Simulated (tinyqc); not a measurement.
Transient enhanced diffusion after implantation: plus-n interstitials, dissolving clusters and loss to the surface: one step, computed by the program tinyqc.

The implant leaves n Q interstitials in clusters at depth R_p. While clusters last they hold the free interstitials at a supersaturation S = C_I/C_I*; interstitials drain to the surface, and the part f_I of the dopant diffusion that uses interstitials speeds up in proportion to S.

Problem. Duration and total effect at this temperature. The clusters last tau = n Q/J. If they dissolve fully at this T, the extra budget is (D/D* - 1) D* tau.

Inputs (values chosen for the exercise, modelled on arsenic in silicon): implant dose Q = 4.6e+13 1/cm^2; interstitials kept per ion n = 1.5; anneal (peak) temperature T = 1025 C.

Anneal: isothermal.

flux J = 7.480061e+13 1/(cm^2 s)

enhancement D/D* = 31.06083

equilibrium diffusivity D* = 2.947778e-15 cm^2/s

Give: duration tau; extra budget if complete.

Solution.

duration tau = 0.9225 s

extra budget if complete = 8.174e-14 cm^2
